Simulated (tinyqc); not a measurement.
What sets the screening length: static screening by free carriers.

kF = (3 pi^2 n/Mv)^(1/3), EF = c kF^2/m with c = hbar^2/2m0, n in 1/angstrom^3 (1e-24 per 1/cm^3), e2 = e^2/(4 pi eps0). Thomas-Fermi: qTF^2 = 6 pi e2 n/(eps EF). Debye: qD^2 = 4 pi e2 n/(eps kB T).

F_j(eta) = (1/Gamma(j + 1)) integral_0^infinity x^j dx/(1 + exp(x - eta)), which tends to exp(eta) for eta << 0.

At finite T: qs^2 = qD^2 F_-1/2(eta)/F_1/2(eta), where n = Mv N F_1/2(eta) and N = 2 (m kB T/(4 pi c))^(3/2) with c = hbar^2/2m0, in 1/angstrom^3; times 1e24 for 1/cm^3.

Constants: hbar^2/2m0 = 3.80998211 eV angstrom^2; e^2/(4 pi eps0) = 14.39964547 eV angstrom; kB = 8.617333262e-05 eV/K.

Values chosen for the exercise (near those of GaN; not measured data): n = 3.2e+17 1/cm^3 (carrier density); m = 0.199 m0 (mass of one isotropic valley); Mv = 1 (valleys); eps = 9.54 (background dielectric constant); T = 400 K.

All results formed anew.

One parameter was then changed.

Results before and after:
```
case,Debye (angstrom),Thomas-Fermi (angstrom),finite T (angstrom)
base,75.36,30.69,76.59
changed,53.29,27.34,55.01
```

Which of these changes was made? (a) T = 460 K; (b) n = 6.4e+17 1/cm^3; (c) m = 0.2587 m0; (d) Mv = 2; (e) eps = 11.448.

Answer: (b) n = 6.4e+17 1/cm^3. Of the candidates, run in turn, only this one gives the changed row.

All candidates:
```
case,Debye (angstrom),Thomas-Fermi (angstrom),finite T (angstrom)
base,75.36,30.69,76.59
n = 6.4e+17 1/cm^3,53.29,27.34,55.01
m = 0.2587 m0,75.36,26.91,76.19
eps = 11.448,82.55,33.61,83.90
T = 460 K,80.81,30.69,81.88
Mv = 2,75.36,24.35,75.98
```

tinyqc: `OMP_NUM_THREADS=1 python tinyqc.py 1681654 1681655 out.jsonl`; about 0.01 s, one thread, shared Intel(R) Xeon(R) Processor @ 2.30GHz.
